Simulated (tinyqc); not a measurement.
Worked calculation: UHF in the 3-21g basis, for H3, spin multiplicity 2. Computed by tinyqc, a small Python program that keeps every step (integrals from PySCF). Settings: charge = 0, multiplicity = 2, basis = 3-21g, energy threshold = 1e-08, iteration cap = 60, orthogonalisation = canonical, start = random, DIIS depth = 0, method = UHF. Command: `OMP_NUM_THREADS=1 python tinyqc.py 24244 24245 out.jsonl` (the two numbers bound the seeds that draw the settings). One thread of a shared host (Intel(R) Xeon(R) Processor @ 2.60GHz), about 0.08 s of CPU time with the checks.

Geometry (angstrom):

| atom | x | y | z |
|---|---|---|---|
| H | 0.000000 | 0.000000 | 0.000000 |
| H | 0.000000 | 0.000000 | 0.815000 |
| H | 0.000000 | 0.000000 | -0.815000 |

Stop when the energy changes by less than 1e-08 hartree and every element of the error matrix X^T (F D S - S D F) X (for each spin) is below 3e-05.

Course of the cycle:

| iteration | E (hartree) | change | largest element of the error matrix |
|---|---|---|---|
| 1 | 0.83821329 | - | 4.30e-01 |
| 2 | -1.47806606 | -2.32e+00 | 1.67e-01 |
| 3 | -1.56908203 | -9.10e-02 | 4.92e-02 |
| 4 | -1.57790177 | -8.82e-03 | 1.98e-02 |
| 5 | -1.58021150 | -2.31e-03 | 1.24e-02 |
| 6 | -1.58105258 | -8.41e-04 | 8.63e-03 |
| 7 | -1.58138804 | -3.35e-04 | 5.88e-03 |
| 8 | -1.58152644 | -1.38e-04 | 3.96e-03 |
| 9 | -1.58158461 | -5.82e-05 | 2.65e-03 |
| 10 | -1.58160934 | -2.47e-05 | 1.76e-03 |
| 11 | -1.58161995 | -1.06e-05 | 1.17e-03 |
| 12 | -1.58162452 | -4.57e-06 | 7.73e-04 |
| 13 | -1.58162649 | -1.98e-06 | 5.11e-04 |
| 14 | -1.58162735 | -8.57e-07 | 3.38e-04 |
| 15 | -1.58162772 | -3.72e-07 | 2.23e-04 |
| 16 | -1.58162789 | -1.62e-07 | 1.47e-04 |
| 17 | -1.58162796 | -7.04e-08 | 9.73e-05 |
| 18 | -1.58162799 | -3.06e-08 | 6.42e-05 |
| 19 | -1.58162800 | -1.33e-08 | 4.24e-05 |
| 20 | -1.58162801 | -5.80e-09 | 2.80e-05 |

Can the last value be used, and what does the course show?

Yes. Converged in 20 iterations. PySCF UHF in the same basis, after a stability check = -1.58162801 hartree.
